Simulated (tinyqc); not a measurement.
Worked calculation: Hubbard ring of 4 sites. Computed by tinyqc, a small Python program that keeps every step. Settings: hopping = 1.31, U = 2.6, mixing = 0.2, iteration cap = 63. Command: `OMP_NUM_THREADS=1 python tinyqc.py 24041 24042 out.jsonl` (the two numbers bound the seeds that draw the settings). One thread of a shared host (Intel(R) Xeon(R) Processor @ 2.60GHz), about 0.2 s of CPU time with the checks. Later iterations appear only in the table of the cycle.

## Mean-field iteration 1

one-body matrix (hopping and site energies) (eV), lower triangle:
```
           1          2          3         4
1  -0.290000
2  -1.310000  -0.900000
3   0.000000  -1.310000  -0.720000
4  -1.310000   0.000000  -1.310000  0.350000
```

U = 2.600000 eV

electrons, up and down: 3  2

mixing = 0.200000

n(up) at the start (a guess, not normalised): 1 1.000000, 2 0.300000, 3 1.000000, 4 0.300000

n(down) at the start (a guess): 1 0.050000, 2 0.950000, 3 0.050000, 4 0.950000

H(up) = T + U n(down), H(down) = T + U n(up); fill the lowest levels; n(new) = n + mixing (n(out) - n); E = tr T (rho up + rho down) + U sum n_up n_down of the output.

levels, up (eV): -2.053854  -0.358922  2.063420  3.989355

levels, down (eV): -1.565448  0.587570  2.086033  4.091846

energy = -3.305491 eV

n(up) after iteration 1: 1 0.973140, 2 0.411388, 3 0.977947, 4 0.317524

n(down) after iteration 1: 1 0.072171, 2 0.935517, 3 0.082625, 4 0.909687

## Mean-field iteration 2

As before.

levels, up (eV): -2.018895  -0.290413  2.010967  3.938341

levels, down (eV): -1.434949  0.719313  2.024032  4.099604

energy = -3.342107 eV

n(up) after iteration 2: 1 0.950300, 2 0.498621, 3 0.959030, 4 0.336049

n(down) after iteration 2: 1 0.091280, 2 0.920963, 3 0.110328, 4 0.877428

## Convergence

Each step fills the lowest levels of T + U n(other spin) and sets n(new) = n + mixing (n(out) - n); stop when output and input agree to 1e-8.

Course of the cycle:
```
iteration       E (eV)  largest |n(out) - n(in)|  mean |n_up - n_down|
1          -3.30549137                  5.57e-01              0.440728
2          -3.34210735                  4.36e-01              0.426722
3          -3.36731245                  3.42e-01              0.414417
4          -3.38454049                  2.69e-01              0.403734
5          -3.39630349                  2.13e-01              0.396563
6          -3.40435938                  1.68e-01              0.391567
7          -3.40990701                  1.34e-01              0.387380
8          -3.41375360                  1.06e-01              0.383825
9          -3.41644068                  8.48e-02              0.380767
10         -3.41833225                  6.78e-02              0.378107
11         -3.41967421                  5.42e-02              0.375770
...                ...                       ...                   ...
53         -3.42342215                  6.35e-04              0.351673
54         -3.42342251                  5.93e-04              0.351590
55         -3.42342283                  5.53e-04              0.351513
56         -3.42342311                  5.16e-04              0.351441
57         -3.42342335                  4.82e-04              0.351374
58         -3.42342357                  4.50e-04              0.351311
59         -3.42342375                  4.20e-04              0.351252
60         -3.42342391                  3.92e-04              0.351198
61         -3.42342405                  3.66e-04              0.351146
62         -3.42342418                  3.42e-04              0.351098
63         -3.42342429                  3.20e-04              0.351053
```

Not converged within 63 iterations: the residual falls steadily but slowly, by a factor of about 0.93 a step. The lowest mean-field energy found from random starts is -3.56525 eV. Reruns (cap 100 unless said): mixing 0.5: converged in 83 to a higher stationary point (E = -3.42343); mixing 0.9: converged in 43 to a higher stationary point (E = -3.42343); the original settings with a cap of 400: converged in 218 to a higher stationary point (E = -3.42343).

## Exact diagonalisation (24 states)

Lowest levels of the sector, and the double occupancy of the lowest state.

lowest levels (eV): -3.743790  -3.611357  -2.048922  -1.571478  -1.507408  -0.420315

double occupancy per site = 0.332003

## The lowest level by Lanczos steps

From a random start vector (not printed): a_j = <q_j|H|q_j>, b_j = norm of the remainder after orthogonalising; the Ritz value is the lowest eigenvalue of the tridiagonal matrix of a and b so far.

Lanczos:
```
j    a_j (eV)  b_j (eV)  lowest Ritz value (eV)
1   -0.782431  3.067812             -0.78243064
2    1.244084  2.550587             -2.99998741
3    1.816890  2.951872             -3.47721314
4    1.941104  2.479480             -3.66958318
5    4.317251  2.756374             -3.70949772
6    3.242388  2.029860             -3.71714557
7   -0.450278  3.322176             -3.71924074
8    2.197690  2.433284             -3.72472284
9    1.937158  2.810924             -3.73367608
10   4.184688  2.490344             -3.74054753
```
